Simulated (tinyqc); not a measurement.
# Worked calculation: MOSFET in the linear regime without short-channel effects, parameter extraction from computed curves

Program tinyqc, `OMP_NUM_THREADS=1 python tinyqc.py 2210162 2210163 out.jsonl`; Intel Xeon 2.30GHz, shared host, one thread, about 0.01 s. Printed values are rounded.

Inversion charge Q = Cox n Vt W0(exp((Vg - VT)/(n Vt))), W0 the Lambert function and n = nf; u = Q/Cox; mobility mu = mu0/(1 + th1 u + th2 u^2); channel resistance Rch = (L - dL)/(W mu Q); Id = Vd/(Rch + Rsd/W). Cox = eps0 eox/tox. Small Vd, no channel-length or drain effects.

Parameters, values chosen for the exercise; channel values of the order met in silicon transistors: temperature T = 300 K; relative permittivity of the gate insulator (close to aluminium oxide) eox = 8.81; insulator thickness tox = 5.2 nm; low-field mobility mu0 = 100 cm^2/(V s); first mobility attenuation factor th1 = 0.2 1/V; second mobility attenuation factor th2 = 0.16 1/V^2; threshold voltage VT = 0.66 V; body factor nf = 1.34; gate width W = 1 um; drawn gate length L = 1.4 um; drawn less effective length dL = 0.013 um; source plus drain resistance Rsd = 120 ohm um; drain voltage Vd = 0.025 V.

Constants: q = 1.602176634e-19 C, kB = 1.380649e-23 J/K, Vt = kB T/q, eps0 = 8.8541878128e-14 F/cm where lengths are in cm. Results are converted to the units shown.

## Transfer curve

Vg, point 0 to 10 (V): 0.42  0.54  0.66  0.78  0.9  1.02  1.14  1.26  1.38  1.5  1.62

u, mu, Rch and Id as defined.

```
point       u (V)  mu (cm^2/(V s))  Rch (ohm)     Id (uA)
0      3.39118e-5          99.9993  2.72651e8  9.16923e-5
1      0.00105196          99.9789  8.79118e6  0.00284372
2       0.0196468          99.6025  4.72491e5   0.0528977
3       0.0877879          98.1556  1.07301e5    0.232728
4        0.182446          95.9863    52797.2    0.472436
5        0.286779          93.4130    34514.4    0.721827
6        0.395633          90.5657    25804.7    0.964330
7        0.507038          87.5242    20834.7     1.19305
8        0.620067          84.3504    17677.9     1.40466
9        0.734213          81.0968    15528.5     1.59760
10       0.849174          77.8083    13993.7     1.77133
```

## Threshold and mobility at the peak transconductance

gm_i = (Id_(i+1) - Id_(i-1))/(Vg_(i+1) - Vg_(i-1)); at the point j of largest gm the tangent meets the axis at V_ext = Vg_j - Id_j/gm_j; field-effect mobility gm_j L/(W Cox Vd) with the drawn L.

gm, point 1 to 9 (uS): 0.220025  0.957852  1.74808  2.03791  2.04956  1.96344  1.83472  1.68561  1.52777
j = 5
V_ext = 0.667814 V
field-effect mobility = 76.5116 cm^2/(V s)

V_ext is 7.8 mV above the model VT, and the mobility so found is 24 % below mu0 L/(L - dL) = 101 cm^2/(V s), the value for the drawn L; attenuation, series resistance and the slow approach of Q to a straight line all lower the peak gm.

## The Y function

Y_i = Id_i/sqrt(gm_i). For Id = beta Vd x/(1 + th x), x = Vg - VT, Y = sqrt(beta Vd) x whatever th. Slope s from points 6 and 9; VT_Y = Vg - Y/s at point 9; beta = s^2/Vd; mobility beta L/(W Cox) with the drawn L; th* = (beta Vd x/Id - 1)/x at point 9.

Y, point 1 to 9 (uA^0.5 V^0.5): 0.00606249  0.0540489  0.176023  0.330941  0.504200  0.688204  0.880793  1.08192  1.29253
s = 1.67867 uA^0.5 V^-0.5
VT_Y = 0.730030 V
beta = 112.717 uA/V^2
mobility from Y = 105.195 cm^2/(V s)
th* = 0.465101 1/V

The mobility from Y is 4.2 % above mu0 L/(L - dL) = 101 cm^2/(V s), which it should reach in deep inversion when th2 = 0. th* compares with th1 + mu0 Cox Rsd/(L - dL) = 0.213 1/V, since series resistance enters like th1. The match is poor here: at these overdrives Q is not yet a straight line in Vg and th2 bends Y.
